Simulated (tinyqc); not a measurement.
How far the cone holds: pi bands of a honeycomb layer in tight binding.

Lattice vectors a (1,0) and a (1/2, sqrt3/2); f = exp(i ky a/sqrt3) + 2 cos(kx a/2) exp(-i ky a/(2 sqrt3)), w = |f|. H = [[D - t2 F, -t f], [., -D - t2 F]] with F = w^2 - 3, S = [[1, s0 f], [., 1]]; the levels solve det(H - E S) = 0. K = (4 pi/3a, 0), M = (pi/a, pi/(sqrt3 a)); w = 3, 1, 0 at Gamma, M, K.

Parameters, chosen for this exercise (of the size used for graphene; not measured data):

| symbol | value | unit | meaning |
|---|---|---|---|
| a | 2.46 | angstrom | lattice constant |
| t | 3.08 | eV | nearest hopping |
| t2 | 0.1 | eV | second-neighbour hopping |
| s0 | 0 |  | overlap of neighbours |
| D | 0.039 | eV | +D on A, -D on B |

Upper and lower levels at distance q from K towards Gamma (-x) and towards M (+x), measured from 3 t2; cone: sqrt(D^2 + (hbar v q)^2), hbar v = (sqrt3/2) a (t + 3 t2 s0).

Levels (eV):

| q (1/angstrom) | cone | upper, to Gamma | lower, to Gamma | upper, to M | lower, to M |
|---|---|---|---|---|---|
| 0.02 | 0.1369 | 0.1376 | -0.1380 | 0.1358 | -0.1362 |
| 0.05 | 0.3304 | 0.3348 | -0.3371 | 0.3233 | -0.3255 |
| 0.10 | 0.6573 | 0.6741 | -0.6837 | 0.6283 | -0.6367 |
| 0.15 | 0.9850 | 1.0205 | -1.0429 | 0.9182 | -0.9363 |
| 0.20 | 1.3129 | 1.3720 | -1.4128 | 1.1917 | -1.2224 |
| 0.30 | 1.9689 | 2.0839 | -2.1797 | 1.6862 | -1.7483 |
| 0.40 | 2.6250 | 2.7979 | -2.9734 | 2.1062 | -2.2040 |
| 0.60 | 3.9372 | 4.1876 | -4.5940 | 2.7062 | -2.8701 |

At q = 0.2 the upper band lies +59 meV from the cone towards Gamma and -121 meV towards M; half their difference, 90 meV, is the trigonal warping, steeper towards Gamma, and their mean, -31 meV, comes from the bending of the band and from t2 or the overlap. All four values stay within 5 % of the cone up to q = 0.1. The electron-hole asymmetry, upper plus lower towards Gamma, is -41 meV at q = 0.2.

(tinyqc, `OMP_NUM_THREADS=1 python tinyqc.py 1482205 1482206 out.jsonl`, Intel(R) Xeon(R) Processor @ 2.30GHz, 1 thread, shared host, about 0.01 s.)
